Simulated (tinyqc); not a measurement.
## Pull-up strength from the switching point

Question. Transistor (EKV form, voltages against the body): I = 2 n b Vt^2 [F(vp - Vs) - F(vp - Vd)] from drain to source, F(v) = ln^2(1 + exp(v/(2 Vt))), vp = (Vg - VT + sg |Vd - Vs|)/n. n-channel bodies are at 0; for the p-channel device all voltages are counted down from Vdd. b in uA/V^2 gives I in uA. In an inverter In(Vg = Vd = VM) equals Ip at the switching point VM. Find bp and the current there.

Inputs (values chosen for the exercise):
- T = 300 K (temperature)
- Vdd = 1 V (supply voltage)
- n = 1.16 (slope factor)
- sg = 0.084 (drain-induced barrier lowering)
- VTn = 0.37 V (n-channel threshold)
- VTp = 0.26 V (p-channel threshold (magnitude))
- bn = 450 uA/V^2 (gain factor of the pull-down transistor)

Constants: q = 1.602176634e-19 C, kB = 1.380649e-23 J/K, Vt = kB T/q. Results are converted to the units shown.

VM = 0.489058776 V

Solution. Ip is proportional to bp, so bp is In(VM) over the p-channel current for unit b.

bp = 140 uA/V^2
current at VM = 5.23 uA

tinyqc, about 0.04 s, one thread, Intel Xeon 2.30GHz (shared host): `OMP_NUM_THREADS=1 python tinyqc.py 2340051 2340052 out.jsonl`
